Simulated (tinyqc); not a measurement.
The phase diagram: regular and subregular solution with a miscibility gap. Computed by tinyqc, a small Python program. Command: `OMP_NUM_THREADS=1 python tinyqc.py 3028886 3028887 out.jsonl regsol walk`. One thread of a shared host (Intel(R) Xeon(R) Processor @ 2.30GHz), about 0.02 s of CPU time with the checks.

Per mole of mixing sites: G(x) = x (1 - x) [L0 + L1 (1 - 2x)] + R T [x ln x + (1 - x) ln(1 - x)], x the fraction of B.

Inputs (values chosen for the exercise, for a model semiconductor alloy):

| quantity | value | unit |
|---|---|---|
| lattice constant a_A | 5.869 | angstrom |
| lattice constant a_B | 6.058 | angstrom |
| constant K | 47100 | kJ angstrom^2.5/mol |
| asymmetry L1 | 0 | kJ/mol |

Source of L0: delta-lattice-parameter rule.

Constants: R = 8.314462618 J/(mol K).

Method:
- A bonding enthalpy -K a^(-2.5) with a linear in x gives L0 = 4.375 K (a_A - a_B)^2/abar^4.5, abar the mean lattice constant; eta = (a_B - a_A)/abar.
- The spinodal is G'' = 0, R T_s(x) = x (1 - x) [2 L0 + 6 L1 (1 - 2x)]; the critical point is its maximum.
- G' = L0 (1 - 2x) + L1 (1 - 6x + 6x^2) + R T ln[x/(1 - x)]; G'' = -2 L0 - 6 L1 (1 - 2x) + R T/[x (1 - x)].
- Common tangent: F1 = G'(x1) - G'(x2) = 0 and F2 = [G - x G'](x1) - [G - x G'](x2) = 0. Newton step: J = [[G''(x1), -G''(x2)], [-x1 G''(x1), x2 G''(x2)]], J dx = -F; a step that would leave 0 < x < 1 is halved until it stays inside. The start is x1 = s0, x2 = 1 - s0.
- For this table each start is x_s1/6 and 1 - (1 - x_s2)/6. The dilute estimate of x1 is exp(-(L0 + L1)/(R T)).

critical temperature T_c = 143.319 K

critical composition x_c = 0.5

L0 = 2.38324 kJ/mol

Binodal and spinodal:

| T (K) | binodal x1 | spinodal x_s1 | spinodal x_s2 | binodal x2 | dilute estimate of x1 |
|---|---|---|---|---|---|
| 57 | 0.0069739 | 0.11196 | 0.88804 | 0.99303 | 0.0065471 |
| 72 | 0.021705 | 0.14729 | 0.85271 | 0.97829 | 0.018666 |
| 86 | 0.046353 | 0.18380 | 0.81620 | 0.95365 | 0.035686 |
| 100 | 0.084606 | 0.22511 | 0.77489 | 0.91539 | 0.056905 |
| 115 | 0.14654 | 0.27774 | 0.72226 | 0.85346 | 0.082703 |
| 129 | 0.23740 | 0.34196 | 0.65804 | 0.76260 | 0.10839 |
| 138 | 0.33566 | 0.40368 | 0.59632 | 0.66434 | 0.12530 |

The dilute estimate is 0.94 of x1 at the lowest T and 0.37 at the highest: it drops the pull of the other solutes and the impurity of the second phase. Near the top the binodal is 1.71 times as wide as the spinodal; the mean-field limit at T_c is sqrt(3) = 1.73.

Extremes, crossings and ranges named in words are read from the listed rows.
